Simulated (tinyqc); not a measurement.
Short-channel transistor, virtual-source model with series resistance: one step of the calculation.

The current per gate width is the charge at the top of the source barrier (the virtual source) times its velocity times a saturation function; al and be are fitting constants of the model. Units: I in uA/um, Rs in ohm um, so I Rs = 1e-6 I Rs in volts; Q in uC/cm^2, so I = 1e-4 Q vx0 Fsat with vx0 in cm/s.

Question. What the series resistance costs. Intrinsic voltages Vg' = Vgs - I Rs, Vd' = Vds - 2 I Rs. n = n0 + nd Vd', VT = VT0 - dl Vd', Ff = 1/(1 + exp((Vg' - VT + al Vt/2)/(al Vt))), Q = Cinv n Vt ln(1 + exp((Vg' - VT + al Vt Ff)/(n Vt))), Vdsat = (vx0 L/mu)(1 - Ff) + Vt Ff, Fsat = u/(1 + u^be)^(1/be) with u = Vd'/Vdsat, and I = Q vx0 Fsat per width. I0 is the current for Rs = 0. Effective velocity I/Q; transit time L Q/I.

Inputs (values chosen for the exercise): temperature T = 300 K; inversion capacitance Cinv = 2.21 uF/cm^2; velocity at the virtual source vx0 = 9.84e6 cm/s; apparent mobility mu = 480 cm^2/(V s); channel length L = 32 nm; threshold at zero drain voltage VT0 = 0.361 V; drain-induced barrier lowering dl = 0.089 V/V; subthreshold factor n0 = 1.36; growth of n with drain voltage nd = 0.05 1/V; threshold shift (in units of Vt) from weak to strong inversion al = 3.5; sharpness of saturation be = 1.4; series resistance of each contact Rs = 50 ohm um; gate voltage Vgs = 1.2 V; drain voltage Vds = 0.05 V.

Constants: q = 1.602176634e-19 C, kB = 1.380649e-23 J/K, Vt = kB T/q. Results are converted to the units shown.

converged I = 357.88624 uA/um
I0 = 963.60355 uA/um

Wanted: loss against I0; effective velocity; transit time.

Answer.

loss against I0 = 62.86 %
effective velocity = 1.969e6 cm/s
transit time = 1.625 ps

Numbers from tinyqc (`OMP_NUM_THREADS=1 python tinyqc.py 2380107 2380108 out.jsonl`; about 0.01 s on one thread of a shared Intel Xeon 2.30GHz).
